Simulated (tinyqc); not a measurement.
Inside a calculation. Method: Hubbard chain of 4 sites. Computed by tinyqc, a small Python program that keeps every step. Settings: hopping = 1.71, U = 6.8, mixing = 1, iteration cap = 69. Command: `OMP_NUM_THREADS=1 python tinyqc.py 20675 20676 out.jsonl` (the two numbers bound the seeds that draw the settings). One thread of a shared host (Intel(R) Xeon(R) Processor @ 2.60GHz), about 0.2 s of CPU time with the checks.

one-body matrix (hopping and site energies) (eV), order 1, 2, 3, 4:
```
[[0.22000, -1.71000, 0.00000, 0.00000],
 [-1.71000, 0.54000, -1.71000, 0.00000],
 [0.00000, -1.71000, 0.76000, -1.71000],
 [0.00000, 0.00000, -1.71000, 0.91000]]
```

U = 6.80000 eV

electrons, up and down: [2, 1]

n(up) at the start (a guess, not normalised): [0.95000, 0.05000, 0.95000, 0.05000]

n(down) at the start (a guess): [0.00000, 0.70000, 0.00000, 0.70000]

Each step fills the lowest levels of T + U n(other spin) and sets n(new) = n + mixing (n(out) - n); stop when output and input agree to 1e-8.

Course of the cycle:
```
iteration      E (eV)  largest |n(out) - n(in)|  mean |n_up - n_down|
1          -1.2068433                  5.73e-01               0.58109
2          -1.5219787                  3.04e-01               0.48784
3          -1.7371220                  2.05e-01               0.54387
4          -1.9017760                  2.43e-01               0.54859
5          -1.9646336                  4.70e-02               0.54500
6          -1.9858195                  8.68e-02               0.54805
7          -1.9941031                  3.58e-02               0.53392
8          -1.9980692                  3.36e-02               0.53304
9          -2.0002294                  2.12e-02               0.52352
10         -2.0014466                  1.72e-02               0.52251
11         -2.0021608                  1.27e-02               0.51667
...               ...                       ...                   ...
59         -2.0032476                  1.78e-07               0.50520
60         -2.0032476                  1.32e-07               0.50520
61         -2.0032476                  1.12e-07               0.50520
62         -2.0032476                  8.31e-08               0.50520
63         -2.0032476                  7.08e-08               0.50520
64         -2.0032476                  5.23e-08               0.50520
65         -2.0032476                  4.46e-08               0.50520
66         -2.0032476                  3.30e-08               0.50520
67         -2.0032476                  2.81e-08               0.50520
68         -2.0032476                  2.08e-08               0.50520
69         -2.0032476                  1.77e-08               0.50520
```

Can the last value be used, and what does the course show?

Not by the stop rule, although the second column moves by less than 1e-07 over the last three steps. Not converged within 69 iterations: the residual falls steadily but slowly, by a factor of about 0.80 a step. The lowest mean-field energy found from random starts is -2.00325 eV. Reruns (cap 100 unless said): mixing 0.2: not converged; mixing 0.5: not converged; mixing 0.9: converged in 77 (E = -2.00325); the original settings with a cap of 400: converged in 72 (E = -2.00325).
